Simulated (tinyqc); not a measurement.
Coherent transport through a tight-binding region between two chains, step by step. Computed by tinyqc, a small Python program that keeps every step. Settings: temperature = 4, mu = -0.36. Command: `OMP_NUM_THREADS=1 python tinyqc.py 26841 26842 out.jsonl` (the two numbers bound the seeds that draw the settings). One thread of a shared host (Intel(R) Xeon(R) Processor @ 2.60GHz), about 0.08 s of CPU time with the checks.

## Transmission at E = -0.34 eV

H of the central region (eV):
```
           1          2          3
1   0.510000  -1.360000   0.000000
2  -1.360000   0.780000  -0.910000
3   0.000000  -0.910000   0.700000
```

Leads: semi-infinite chains with site energy 0:
```
parameter                           value
lead hopping t (eV)              1.120000
coupling to the left lead (eV)   1.040000
coupling to the right lead (eV)  0.360000
left contact site                       1
right contact site                      3
```

E = -0.340000 eV

Surface Green function g = (E - i sqrt(4 t^2 - E^2)) / (2 t^2); self-energy tc^2 g on each contact site; G = (E - H - Sigma)^(-1); Gamma = -2 Im Sigma; T = Gamma_L Gamma_R |G_LR|^2; local density of states -Im G_ii / pi.

g = -0.135523-0.882512i 1/eV

G (1/eV):
```
                    1                   2                    3
1  0.168113-0.088561i  0.760089-0.163796i   0.684248-0.069241i
2  0.760089-0.163796i  0.278171-0.618192i   0.305309-0.516057i
3  0.684248-0.069241i  0.305309-0.516057i  -0.646848-0.531665i
```

local density of states (1/eV): 0.028190  0.196777  0.169234

transmission = 0.206550

## Transmission across the band

The same steps on a grid of energies.

T(E):
```
E (eV)              T
-2.12800000  0.001199
-1.91520000  0.005628
-1.70240000  0.015516
-1.48960000  0.036063
-1.27680000  0.072118
-1.06400000  0.117447
-0.85120000  0.154139
-0.63840000  0.177150
-0.42560000  0.196872
-0.21280000  0.224816
0.00000000   0.271475
0.21280000   0.349979
0.42560000   0.474235
0.63840000   0.621953
0.85120000   0.650323
1.06400000   0.478359
1.27680000   0.286973
1.48960000   0.165860
1.70240000   0.096556
1.91520000   0.053790
2.12800000   0.020469
```

levels of the isolated region (eV): -0.967946  0.641638  2.316308

## Current

I = (2e/h) int T(E) [f(E - mu - V/2) - f(E - mu + V/2)] dE at 4 K with mu = -0.36 eV, the bias not changing H; 2e^2/h = 77.48092 microsiemens; the integral runs over the band on 4001 points.

Current:
```
V (volt)  I (microampere)
0.010000         0.158109
0.050000         0.790691
0.100000         1.582685
0.200000         3.169560
0.400000         6.378865
0.800000        13.069032
```
